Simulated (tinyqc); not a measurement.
Inside a calculation. Method: Hubbard chain of 5 sites. One step of it, computed by the program tinyqc.

Task: Mean-field iteration 3. H(up) = T + U n(down), H(down) = T + U n(up); fill the lowest levels; n(new) = n + mixing (n(out) - n); E = tr T (rho up + rho down) + U sum n_up n_down of the output.

one-body matrix (hopping and site energies) (eV), lower triangle:
```
           1          2          3          4         5
1   0.000000
2  -1.940000   0.000000
3   0.000000  -1.940000   0.000000
4   0.000000   0.000000  -1.940000   0.000000
5   0.000000   0.000000   0.000000  -1.940000  0.000000
```

U = 1.600000 eV

electrons, up and down: 4  1

mixing = 1

n(up) after iteration 2: 1 0.928290, 2 0.745972, 3 0.651477, 4 0.745972, 5 0.928290

n(down) after iteration 2: 1 0.071710, 2 0.254028, 3 0.348523, 4 0.254028, 5 0.071710

Give: levels, up; levels, down; energy; n(up) after iteration 3; n(down) after iteration 3.

Result:

levels, up (eV): -2.959  -1.685  0.263  2.206  3.775

levels, down (eV): -2.175  -0.606  1.337  3.285  4.559

energy = -5.532 eV

n(up) after iteration 3: 1 0.930, 2 0.751, 3 0.638, 4 0.751, 5 0.930

n(down) after iteration 3: 1 0.070, 2 0.249, 3 0.362, 4 0.249, 5 0.070
